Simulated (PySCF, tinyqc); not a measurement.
Worked calculation: CIS on RHF in the sto-3g basis, for H6, spin multiplicity 1. The lowest restricted solution is unstable here: a spin-polarised one lies 0.0001 hartree lower (PySCF). One step of it, computed by the program tinyqc.

Problem. CIS matrix, singlets. A(ia,jb) = (e_a - e_i) d_ij d_ab + 2 (ia|jb) - (ij|ab).

orbital energies (hartree): MO1 -0.611351, MO2 -0.506337, MO3 -0.349222, MO4 0.227276, MO5 0.528474, MO6 0.850110

Two-electron integrals over orbitals (pq|rs), unique and non-zero (hartree):
```
p,q,r,s,(pq|rs)
1,1,1,1,0.402739
2,1,2,1,0.127876
2,2,1,1,0.320334
2,2,2,2,0.364664
3,1,1,1,-0.077799
3,1,2,2,0.041430
3,1,3,1,0.112866
3,2,2,1,0.109102
3,2,3,2,0.130633
3,3,1,1,0.356656
3,3,2,2,0.328832
3,3,3,1,-0.030260
3,3,3,3,0.357990
4,1,2,1,-0.044411
4,1,3,2,0.011680
4,1,4,1,0.081892
4,2,1,1,-0.067517
4,2,2,2,-0.003123
4,2,3,1,0.055986
4,2,3,3,-0.007473
4,2,4,2,0.080159
4,3,2,1,0.072888
4,3,3,2,0.071597
4,3,4,1,-0.012979
4,3,4,3,0.092998
4,4,1,1,0.359501
4,4,2,2,0.330749
4,4,3,1,-0.029393
4,4,3,3,0.351250
4,4,4,2,-0.016559
4,4,4,4,0.364316
5,1,1,1,0.007162
5,1,2,2,0.032334
5,1,3,1,0.028450
5,1,3,3,-0.014499
5,1,4,2,-0.034354
5,1,4,4,-0.006391
5,1,5,1,0.052425
5,2,2,1,0.033745
5,2,3,2,-0.002617
5,2,4,1,-0.054678
5,2,4,3,-0.039029
5,2,5,2,0.089394
5,3,1,1,0.072265
5,3,2,2,0.006587
5,3,3,1,-0.058726
5,3,3,3,0.018375
5,3,4,2,-0.075880
5,3,4,4,0.014683
5,3,5,1,0.028998
5,3,5,3,0.080988
5,4,2,1,-0.110823
5,4,3,2,-0.125331
5,4,4,1,-0.003576
5,4,4,3,-0.073146
5,4,5,2,0.000430
5,4,5,4,0.133861
5,5,1,1,0.334909
5,5,2,2,0.370516
5,5,3,1,0.032773
5,5,3,3,0.341034
5,5,4,2,-0.007478
5,5,4,4,0.348373
5,5,5,1,0.031733
5,5,5,3,0.009821
5,5,5,5,0.393386
6,1,2,1,0.001427
6,1,3,2,-0.020453
6,1,4,1,-0.029854
6,1,4,3,0.047768
6,1,5,2,-0.034442
6,1,5,4,0.018104
6,1,6,1,0.069767
6,2,1,1,-0.010081
6,2,2,2,-0.034561
6,2,3,1,-0.026669
6,2,3,3,0.006690
6,2,4,2,0.030766
6,2,4,4,0.008749
6,2,5,1,-0.048550
6,2,5,3,-0.032744
6,2,5,5,-0.034202
6,2,6,2,0.050621
6,3,2,1,-0.046022
6,3,3,2,0.004845
6,3,4,1,0.077714
6,3,4,3,-0.014573
6,3,5,2,-0.054830
6,3,5,4,-0.005712
6,3,6,1,-0.028894
6,3,6,3,0.082371
6,4,1,1,-0.080346
6,4,2,2,0.035022
6,4,3,1,0.109282
6,4,3,3,-0.032186
6,4,4,2,0.058226
6,4,4,4,-0.033187
6,4,5,1,0.025918
6,4,5,3,-0.060364
6,4,5,5,0.035778
6,4,6,2,-0.026189
6,4,6,4,0.118015
6,5,2,1,-0.131313
6,5,3,2,-0.114076
6,5,4,1,0.045456
6,5,4,3,-0.077570
6,5,5,2,-0.035102
6,5,5,4,0.119502
6,5,6,1,-0.002088
6,5,6,3,0.050511
6,5,6,5,0.147234
6,6,1,1,0.427715
6,6,2,2,0.341213
6,6,3,1,-0.083164
6,6,3,3,0.381637
6,6,4,2,-0.073720
6,6,4,4,0.389210
6,6,5,1,0.008262
6,6,5,3,0.080490
6,6,5,5,0.365245
6,6,6,2,-0.011877
6,6,6,4,-0.091412
6,6,6,6,0.477135
```

Give: CIS matrix A, singlet.

Solution.

CIS matrix A, singlet (hartree), lower triangle:
```
,1>4,1>5,1>6,2>4,2>5,2>6,3>4,3>5,3>6
1>4,0.6429
1>5,0.0000,0.9098
1>6,0.0206,0.0000,1.1733
2>4,0.0000,0.0421,0.0000,0.5632
2>5,0.0015,0.0000,0.0624,0.0000,0.8431
2>6,0.0000,0.0342,0.0000,0.0265,0.0000,1.1165
3>4,0.0034,0.0000,-0.0137,0.0000,0.0473,0.0000,0.4112
3>5,0.0000,0.0252,0.0000,-0.0264,0.0000,0.0486,0.0000,0.6986
3>6,0.0461,0.0000,0.0254,0.0000,0.0044,0.0000,0.0030,0.0000,0.9824
```
